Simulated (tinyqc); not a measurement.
# Strain-driven roughening and islands of a mismatched epitaxial film, step by step

A worked calculation. Computed by tinyqc, a small Python program that keeps every step. Command: `OMP_NUM_THREADS=1 python tinyqc.py 3000014 3000015 out.jsonl island walk`. One thread of a shared host (Intel(R) Xeon(R) Processor @ 2.30GHz), about 0.01 s of CPU time with the checks. Intermediate numbers are printed to about 7 digits and carried at full precision; extremes and crossings named in words are read from the listed rows.

Film and substrate share isotropic elastic constants; the film is coherent and biaxially strained.

Inputs (values chosen for the exercise, modelled on In(0.5)Ga(0.5)As on GaAs):
```
quantity                                      value       unit
misfit |f|                                   0.0343          -
shear modulus G                                38.2        GPa
Poisson ratio nu                               0.31          -
surface energy gamma                          0.827      J/m^2
contact angle of the shallow shape theta_1     11.4    degrees
contact angle of the steep shape theta_2       30.2    degrees
facet energy of shape 1 over gamma           0.9951          -
facet energy of shape 2 over gamma           0.9836          -
wetting energy gamma_s - gamma                 0.15      J/m^2
decay length of wetting delta                  0.39         nm
surface mobility D_s nu_s Omega^2/(k_B T)   1.5e-35  m^6/(J s)
initial ripple amplitude A0                    0.19         nm
ripple wavelength over the critical one           2          -
island volume V                                2600       nm^3
```

Transport: surface diffusion.

Constants: e = 1.602176634e-19 C.

## Elastic energy of the flat film

M = 2 G (1 + nu)/(1 - nu); stress = M f; energy density w = M f^2.

biaxial modulus M = 145.0493 GPa

stress = 4.975190 GPa

energy density w = 170.6490 MJ/m^3

## Asaro-Tiller-Grinfeld instability

A ripple A cos(k x) has the surface chemical potential per volume [gamma k^2 - 2 (1 + nu) w k] A cos(k x), so k_c = 2 (1 + nu) w/gamma. With surface diffusion the amplitude grows at the rate q = B k^2 [2 (1 + nu) w k - gamma k^2], fastest at k_m = (3/4) k_c. B is the surface mobility.

k_c = 0.5406293 1/nm

critical wavelength = 11.62198 nm

fastest wavelength = 15.49598 nm

growth time 1/q at k_m = 8.947075 s

A ripple of A0 needs about 13 s to reach a twentieth of its wavelength.

## A ripple of given wavelength

A ripple A cos(k x) has the surface chemical potential per volume [gamma k^2 - 2 (1 + nu) w k] A cos(k x), so k_c = 2 (1 + nu) w/gamma. With surface diffusion the amplitude grows at the rate q = B k^2 [2 (1 + nu) w k - gamma k^2], fastest at k_m = (3/4) k_c. B is the surface mobility. Stress at the trough = stress x (1 + 2 k A).

k = 0.2703147 1/nm

rate q = 0.06623311 1/s

q over the largest rate = 0.5925926

stress concentration at A0 = 1.102720

The ripple grows.

## Wetting layer

The surface energy depends on thickness as gamma + (gamma_s - gamma) exp(-h/delta). Its curvature adds W2 = (gamma_s - gamma) exp(-h/delta)/delta^2 to the restoring terms; the flat film is stable while W2 > (1 + nu)^2 w^2/gamma, which gives h_c = delta ln[(gamma_s - gamma) gamma/(delta^2 (1 + nu)^2 w^2)], or 0 if negative.

wetting-layer thickness h_c = 1.089030 nm

Layer-by-layer growth up to h_c, then roughening: the Stranski-Krastanov mode.

## Island nucleation

Shallow faceted island (Tersoff form): E = 4 Gam V^(2/3) tan^(1/3)(theta) - 6 c V tan(theta), Gam = gamma [x/sin(theta) - 1/tan(theta)], x the facet energy over gamma, c = stress^2 (1 - nu)/(2 pi G). The barrier is the maximum of E, at V_c = [4 Gam/(9 c)]^3 / tan^2(theta) (1 GPa nm = 1 J/m^2).

c = 0.07115824 GPa

Gam of shape 1 = 0.06204393 J/m^2

critical volume, shape 1 = 1.431335 nm^3

barrier, shape 1 = 0.3845423 eV

Gam of shape 2 = 0.1961790 J/m^2

critical volume, shape 2 = 5.430846 nm^3

barrier, shape 2 = 4.211501 eV

The shallow shape has the lower barrier. Each barrier is a third of the surface term at V_c and scales as Gam^3/c^2, that is as f^(-4). Caution: a critical island of a few cubic nanometres holds a few hundred atoms at most, and edge energies, left out here, matter.

## Which shape at the volume V

The two energies cross at V_x^(1/3) = 4 [Gam_2 t2^(1/3) - Gam_1 t1^(1/3)]/(6 c (t2 - t1)), t = tan(theta); mu = dE/dV.

E of shape 1 = -1225.285 eV

E of shape 2 = -3259.279 eV

crossing volume V_x = 30.90495 nm^3

jump of mu at V_x, shape 2 less shape 1 = -54.13414 MJ/m^3

At V the steep shape is lower. At V_x the chemical potential drops, so islands that have turned steep grow at the cost of the shallow ones. Caution: the shallow-slope form overstates the relaxation of facets steeper than about 25 degrees.

## Scaling with the misfit

A ripple A cos(k x) has the surface chemical potential per volume [gamma k^2 - 2 (1 + nu) w k] A cos(k x), so k_c = 2 (1 + nu) w/gamma. With surface diffusion the amplitude grows at the rate q = B k^2 [2 (1 + nu) w k - gamma k^2], fastest at k_m = (3/4) k_c. V_c = [4 Gam/(9 c)]^3/tan^2(theta), barrier = (4/3) Gam V_c^(2/3) tan^(1/3)(theta); the growth time is 1/q at k_m.

Misfit scaled at fixed constants:
```
|f| (%)  fastest wavelength (nm)  growth time (s)  V_c of shape 1 (nm^3)  barrier of shape 1 (eV)
0.8575                  247.9357     5.863555e+05           5.862748e+03             9.844282e+01
1.2005                  126.4978     3.973166e+04           7.786334e+02             2.562547e+01
1.7150                   61.9839     2.290451e+03           9.160544e+01             6.152676e+00
2.4010                   31.6244     1.552018e+02           1.216615e+01             1.601592e+00
3.4300                   15.4960     8.947075e+00           1.431335e+00             3.845423e-01
4.8020                    7.9061     6.062571e-01           1.900960e-01             1.000995e-01
```

Halving the misfit stretches the wavelength 4 times, the barrier 16 times, the volume 64 times and the time 256 times: f^(-2), f^(-4), f^(-6), f^(-8). Over these rows the time spans 6.0 decades: strongly mismatched films tend to roughen first, while dilute alloys have time to stay flat. Rows with wavelengths under 10 nm or volumes under 5 nm^3 are beyond the continuum picture.

Checks made by the program: k_m against a numerical maximum of the rate (relative difference 4e-10).
